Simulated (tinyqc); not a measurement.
# CMOS latch-up, two-transistor model: effect of the temperature

A parasitic pnp (emitter at Vdd, base shunted by Rw) and npn (emitter at ground, base shunted by Rs) feed each other: the npn collector current flows out of the pnp base node, the pnp collector current into the npn base node. Forward-active transistors with constant gains: Icn = Isn exp(Vn/Vt), Icp = Isp (exp(Vp/Vt) - 1). A current Ii is injected into the npn base node.

Isn, Isp and Von are given at 400 K; the currents scale as T^3 exp(-1.12 V/Vt), Von falls by 1.5 mV/K, gains and resistances are fixed. Node equations: Vp/Rw + Icp/bp = Icn and Vn/Rs + Icn/bn = Icp + Ii. Loop gain G = gn gp/[(1/Rw + gp/bp)(1/Rs + gn/bn)], gn = Icn/Vt, gp = (Icp + Isp)/Vt; the off state ends where G = 1, and Ii there is the trigger current. On state with both base-emitter voltages at Von: npn base current Ib = (Von/Rs + bp Von/Rw)/(bn bp - 1), holding current Ih = (bn + 1) Ib + Von/Rs, holding voltage Vh = Vsat + Von + R2 (Ib + Von/Rs).

Inputs (values chosen for the exercise); values close to those of bulk CMOS:
```
symbol    value  unit                                                     meaning
bn         22.7                                           current gain of the npn
bp          2.3                                           current gain of the pnp
Isn     3.1e-11     A  saturation current of the npn at the reference temperature
Isp     6.7e-11     A  saturation current of the pnp at the reference temperature
Rs           97   ohm                       substrate resistance shunting the npn
Rw          820   ohm                            well resistance shunting the pnp
R2          470   ohm           resistance from the pnp collector to the npn base
Von        0.62     V                        base-emitter voltage in the on state
Vsat       0.18     V                                          saturation voltage
Vdd         3.3     V                                              supply voltage
```

Constants: q = 1.602176634e-19 C, kB = 1.380649e-23 J/K, Vt = kB T/q. Results are converted to the units shown.

Result of one run:
```
T (K)  Vn at trigger (V)  trigger current (mA)  Ih (mA)  Vh (V)
353              0.65633                6.7706   11.309  4.2993
```

What becomes of these results when the temperature T is changed from 353 to 383 K, all else the same?

Result of the changed run:
```
T (K)  Vn at trigger (V)  trigger current (mA)  Ih (mA)  Vh (V)
383              0.60596                6.2405   10.572  4.0309
```

The whole series:
```
T (K)  Vn at trigger (V)  trigger current (mA)  Ih (mA)  Vh (V)
233              0.84514                8.7447   14.257  5.3732
263              0.79992                8.2732   13.520  5.1047
293              0.75335                7.7868   12.783  4.8362
323              0.70548                7.2859   12.046  4.5678
353              0.65633                6.7706   11.309  4.2993
383              0.60596                6.2405   10.572  4.0309
413              0.55439                5.6953   9.8353  3.7624
443              0.50170                5.1342   9.0983  3.4940
```

As T goes from 233 to 443 K, the trigger current falls from 8.74 to 5.13 mA, Ih falls from 14.3 to 9.10 mA and Vh falls from 5.37 to 3.49 V. Vh exceeds the supply Vdd = 3.3 V, which then cannot sustain a latched state, in 8 of the 8 rows.

Program tinyqc, `OMP_NUM_THREADS=1 python tinyqc.py 2670032 2670033 out.jsonl`; Intel Xeon 2.30GHz, shared host, one thread, about 0.04 s.
